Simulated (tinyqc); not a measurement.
# Weak link from the transmission

Question. An infinite chain has hopping -t with t = 1.61 eV and site energy 0; E = -2 t cos(k) with E = -0.18 eV. One bond has the hopping -y t with 0 < y < 1, so T(E) = 4 y^2 sin^2 k/[(1 - y^2)^2 + 4 y^2 sin^2 k]. Find y and the hopping y t.

T(E) = 0.97396657

Answer. With b = |sin k| sqrt(1/T(E) - 1), (1 - y^2)/(2 y) = b, whose root below 1 is sqrt(b^2 + 1) - b.

y = 0.8500
y t = 1.369 eV

Program tinyqc, `OMP_NUM_THREADS=1 python tinyqc.py 2660039 2660040 out.jsonl`; Intel Xeon 2.30GHz, shared host, one thread, about 0.02 s.
